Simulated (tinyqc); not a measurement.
Gupta-type many-body potential for a metal: one step, computed by the program tinyqc.

E_i = sum_j A exp(-p (r_ij/r0 - 1)) - xi rho_i^gamma, with rho_i = sum_j exp(-2 q (r_ij/r0 - 1)); gamma = 1/2 is the tight-binding second-moment form. The crystal is fcc unless stated; d is the neighbour distance and a fixed number of shells is kept.

Problem. Unrelaxed vacancy. Each neighbour j of the vacancy loses one repulsive term and one density term: E_v = sum_shells count x {-repulsion - xi [(rho - density)^gamma - rho^gamma]}. (The removed atom returns to a bulk-like site, so its own energy cancels.)

Inputs (values chosen for the exercise, modelled on gold): hopping xi = 1.85 eV; embedding exponent gamma = 0.5.

Shells:
```
shell  count  r (angstrom)  repulsion (eV)    density
1         12      2.890519       0.2111724  0.9821241
```

density rho = 11.78549

repulsive energy = 2.534069 eV

Give: vacancy energy E_v; ratio E_v/E_c, E_c = xi rho^gamma less the repulsive energy.

Solution.

vacancy energy E_v = 0.7105 eV

ratio E_v/E_c, E_c = xi rho^gamma less the repulsive energy = 0.1861

A pair potential gives E_v = E_c; here the ratio is 0.19, as the remaining bonds of the neighbours strengthen when one is lost.
